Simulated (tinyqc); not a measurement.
Kane-Mele model of a buckled honeycomb layer in a normal field: sweeps and comparisons. A value that a table varies takes the place of the one given here.

Sublattices A and B lie at +/-b, so the field gives them the energies +/-D, D = e b Ez (in eV for b in angstrom and Ez in V/angstrom); 2 lam is the gap at zero field. Near the valleys tau = +/-1, for spin sz = +/-1: H = hbar v (tau qx sx + qy sy) + m sz_AB with m = D - tau sz lam, hbar v = (sqrt3/2) a t. On the lattice the spin-orbit term is the second-neighbour hopping i (lam/3 sqrt3) nu sz, nu = +/-1 by the sense of the turn. The filled band of one cone contributes tau sign(m)/2 to the Chern number, in the sense Omega = curl of i<u|grad u>. Rashba terms are left out.

Zigzag ribbon of N chains, sites A1, B1, A2, ...; k in 1/a. Bonds -2t cos(k/2) (A_n to B_n) and -t (B_n to A_(n+1)); diagonal +/-(D + 2 l2 sz sin k) on A and B; A_n to A_(n+1): -2 l2 sz sin(k/2), B_n to B_(n+1): the opposite; l2 = lam/(3 sqrt3).

Constants: kB = 8.617333262e-05 eV/K; hbar^2/2m0 = 3.80998211 eV angstrom^2.

Inputs chosen for the exercise: a = 3.04 angstrom (lattice constant); t = 1 eV (hopping); lam = 0.15 eV (spin-orbit half gap); b = 0.27 angstrom (half the buckling height); Ez = 1.1 V/angstrom (normal field at the atoms, after screening; 0.01 is 1 MV/cm, and gates reach some 0.05); N = 12 (chains).

## Edge bands of a zigzag ribbon

The two middle levels for each spin, and the weight of the upper one on the half of the ribbon that holds A1.

Middle levels (meV):

| k/pi | up, lower | up, upper | up, weight | down, lower | down, upper | down, weight |
|---|---|---|---|---|---|---|
| 0.6 | -513.683 | 513.683 | 0.69 | -306.186 | 306.186 | 0.58 |
| 0.7 | -437.383 | 437.383 | 0.91 | -174.121 | 174.121 | 0.82 |
| 0.8 | -396.425 | 396.425 | 1.00 | -194.044 | 194.044 | 1.00 |
| 0.9 | -348.266 | 348.266 | 1.00 | -241.909 | 241.909 | 1.00 |
| 1.0 | -295.040 | 295.040 | 1.00 | -295.040 | 295.040 | 1.00 |
| 1.1 | -241.909 | 241.909 | 1.00 | -348.266 | 348.266 | 1.00 |
| 1.2 | -194.044 | 194.044 | 1.00 | -396.425 | 396.425 | 1.00 |
| 1.3 | -174.121 | 174.121 | 0.82 | -437.383 | 437.383 | 0.91 |
| 1.4 | -306.186 | 306.186 | 0.58 | -513.683 | 513.683 | 0.69 |

From k/pi = 0.8 to 1.2 the upper level stays on one edge and the spacing of the pair is at least 388.09 meV. D > lam, so the edge bands need not cross: each leaves and rejoins the same bulk band. At k = pi the levels are -295.040 and 295.040 meV, with D = 297.000 meV and lam = 150 meV.

## Closing and reopening the gap

Ez = f lam/b. Gap 2 |D - lam|, second gap 2 (D + lam), Z2 index, and the temperature at which kB T equals the gap.

Against field:

| f | Ez (V/angstrom) | gap (meV) | second gap (meV) | Z2 | gap/kB (K) |
|---|---|---|---|---|---|
| 0.00 | 0 | 300.000 | 300.000 | 1 | 3481.4 |
| 0.25 | 0.139 | 225.000 | 375.000 | 1 | 2611.0 |
| 0.50 | 0.278 | 150.000 | 450.000 | 1 | 1740.7 |
| 0.75 | 0.417 | 75.000 | 525.000 | 1 | 870.3 |
| 0.90 | 0.500 | 30.000 | 570.000 | 1 | 348.1 |
| 1.10 | 0.611 | 30.000 | 630.000 | 0 | 348.1 |
| 1.50 | 0.833 | 150.000 | 750.000 | 0 | 1740.7 |
| 2.00 | 1.11 | 300.000 | 900.000 | 0 | 3481.4 |
| 3.00 | 1.67 | 600.000 | 1200.000 | 0 | 6962.7 |

The gap closes at Ez = 0.5556 V/angstrom, 55.6 MV/cm at the atoms (the applied field must be larger by the screening), and is back at its zero-field size at twice that. At zero field it is 300.0 meV, above kB T at 300 K (25.9 meV).

## What each parameter does

Smaller and larger gap, hbar v, and the mass 2c|m|/(hbar v)^2 at the smaller gap, c = hbar^2/2m0. Each row changes one parameter from the base and keeps the others.

Results:

| case | smaller gap (meV) | larger gap (meV) | hbar v (eV angstrom) | mass (m0) |
|---|---|---|---|---|
| base | 294.000 | 894.000 | 2.6327 | 0.16161 |
| a = 3.344 angstrom | 294.000 | 894.000 | 2.8960 | 0.13356 |
| t = 1.1 eV | 294.000 | 894.000 | 2.8960 | 0.13356 |
| lam = 0.165 eV | 264.000 | 924.000 | 2.6327 | 0.14512 |
| Ez = 1.21 V/angstrom | 353.400 | 953.400 | 2.6327 | 0.19426 |

The largest shifts from the base row, up to three for each result and ties (the steps differ in size, so this ranks the rows, not the parameters). smaller gap (meV): Ez +59.400, lam -30.000; unchanged at the printed digits by a and t. larger gap (meV): Ez +59.400, lam +30.000; unchanged at the printed digits by a and t. hbar v (eV angstrom): t +0.2633, a +0.2633; unchanged at the printed digits by lam and Ez. mass (m0): Ez +0.03265, t -0.02805, a -0.02805.

Program tinyqc; command `OMP_NUM_THREADS=1 python tinyqc.py 1481233 1481234 out.jsonl`; about 0.01 s on one thread of a shared Intel(R) Xeon(R) Processor @ 2.30GHz.
